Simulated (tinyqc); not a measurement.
Inside a calculation. Model: frequency dispersion of an accumulation capacitance by border traps, distributed model.

Computed by the program tinyqc: `OMP_NUM_THREADS=1 python tinyqc.py 2202144 2202145 out.jsonl`, one thread of a shared Intel Xeon 2.30GHz, about 0.7 s for the whole run. Printed values are rounded.

Traps spread evenly through the insulator exchange electrons with the semiconductor by tunnelling, with tau(x) = t0 exp(2 ka x) at depth x from the interface. The admittance per area Y seen at depth x obeys dY/dx = -Y^2/(i w eps0 eox) + q Nb ln(1 + i w tau)/tau, with Y(0) = i w Cs and w = 2 pi f; the gate sees Y(tox) = G + i w C. Working variable y = Y/(i w), in uF/cm^2. Cox = eps0 eox/tox.

Parameters, values chosen for the exercise; permittivity close to that of aluminium oxide: relative permittivity of the insulator eox = 8.76; insulator thickness tox = 9.1 nm; semiconductor capacitance in accumulation Cs = 7.9 uF/cm^2; density of border traps Nb = 9e19 cm^-3 eV^-1; decay constant of the wave function in the insulator ka = 4 1/nm; time constant of a trap at the interface t0 = 3e-9 s; frequency f = 100 Hz; depth down to which the steps are taken xe = 2.3 nm.

Constants: q = 1.602176634e-19 C, eps0 = 8.8541878128e-14 F/cm where lengths are in cm. Results are converted to the units shown.

## Scales and lumped estimate

Cox; trap-free value 1/(1/Cox + 1/Cs); response depth d = ln(1/(w t0))/(2 ka), where w tau = 1; lumped estimate: all traps within d act as C_bt = q Nb d placed at d/2, so C = 1/{1/[1/(1/Cs + d/(2 eps0 eox)) + C_bt] + (tox - d/2)/(eps0 eox)}.

Cox = 0.8523372 uF/cm^2
trap-free C = 0.7693332 uF/cm^2
d = 1.647701 nm
C_bt = 2.375917 uF/cm^2
lumped C = 0.8217470 uF/cm^2

The traps within reach amount to 0.301 Cs and lie in the first 18.1 % of the insulator.

## Midpoint steps through the active depth

In terms of y: dy/dx = -y^2/(eps0 eox) + s(x), s = q Nb ln(1 + z)/z, z = i w tau. 9 midpoint steps of h = xe/9: y_half = y + (h/2) y'(x, y), y(new) = y + h y'(x + h/2, y_half).

```
point     x (nm)    s (uF/(cm^2 nm))         y (uF/cm^2)
0              0  1.441959-0.000001i  7.900000+0.000000i
1      0.2555556  1.441959-0.000010i  6.628055-0.000001i
2      0.5111111  1.441959-0.000081i  5.775137-0.000008i
3      0.7666667  1.441959-0.000626i  5.179327-0.000059i
4       1.022222  1.441937-0.004839i  4.749732-0.000462i
5       1.277778  1.440669-0.037333i  4.432379-0.003596i
6       1.533333  1.371512-0.267830i  4.191183-0.027659i
7       1.788889  0.586360-0.549535i  3.921314-0.145487i
8       2.044444  0.092242-0.191533i  3.523267-0.189406i
9            2.3  0.012225-0.040754i  3.167499-0.170561i
```

## Capacitance and conductance at the gate

y at xe = 3.167499-0.170561i uF/cm^2

Beyond xe the traps are ignored, so 1/y(tox) = 1/y(xe) + (tox - xe)/(eps0 eox); C = Re y, G/w = -Im y, loss tangent G/(w C).

y at the gate = 0.8391056-0.0119374i uF/cm^2
C = 0.8391056 uF/cm^2
G/w = 0.01193739 uF/cm^2
loss tangent = 0.01422632

A fine integration over the whole insulator gives C = 0.83811 and G/w = 0.01258 uF/cm^2; the coarse G/w is 5.1 % below that. The fine C is 8.9 % above the trap-free value, and the lumped estimate is 2.0 % below the fine result.
